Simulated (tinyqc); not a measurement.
n-type polysilicon, carrier trapping at grain boundaries: one step of the calculation.

One-dimensional grains of size Lg, uniform ionised doping N, monovalent traps Qt at each boundary at a depth Et below (for electrons) or above (for holes) the band edge there, abrupt depletion of width W on each side of a boundary, Boltzmann statistics. xi is the distance from the band edge at the grain centre to the Fermi level. Trapped charge Qt/(1 + exp((xi + VB - Et)/Vt)) = 2 N W, barrier VB = q N W^2/(2 eps0 eps_r).

Question. Depletion width, Fermi level and barrier. If the trap equation with xi = Vt ln(NB/N) has a root W < Lg/2, the grain is partly depleted; otherwise W = Lg/2 and the trap equation gives xi = Et - VB + Vt ln(Qt/(N Lg) - 1). N* = Qt/Lg.

Inputs (values chosen for the exercise); values of the order met in polycrystalline silicon: temperature T = 350 K; relative permittivity eps_r = 11.7; conduction-band density of states at T NB = 3.53e19 cm^-3; grain size Lg = 180 nm; trap density of a grain boundary Qt = 1.8e12 cm^-2; depth of the trap level from the majority band edge at the boundary Et = 0.42 eV; doping N = 6.1e17 cm^-3.

Constants: q = 1.602176634e-19 C, kB = 1.380649e-23 J/K, Vt = kB T/q, eps0 = 8.8541878128e-14 F/cm where lengths are in cm. Results are converted to the units shown.

Find: N*; W; xi; VB; share of traps filled.

Answer.

N* = 1.0000e17 cm^-3
W = 14.731 nm
xi = 0.12240 V
VB = 0.10237 V
share of traps filled = 0.99846

N is 6.10 N*, and the grain is partly depleted; VB = 3.39 Vt.

Computed by the program tinyqc: `OMP_NUM_THREADS=1 python tinyqc.py 2830212 2830213 out.jsonl`, one thread of a shared Intel Xeon 2.30GHz, about 0.01 s for the whole run.
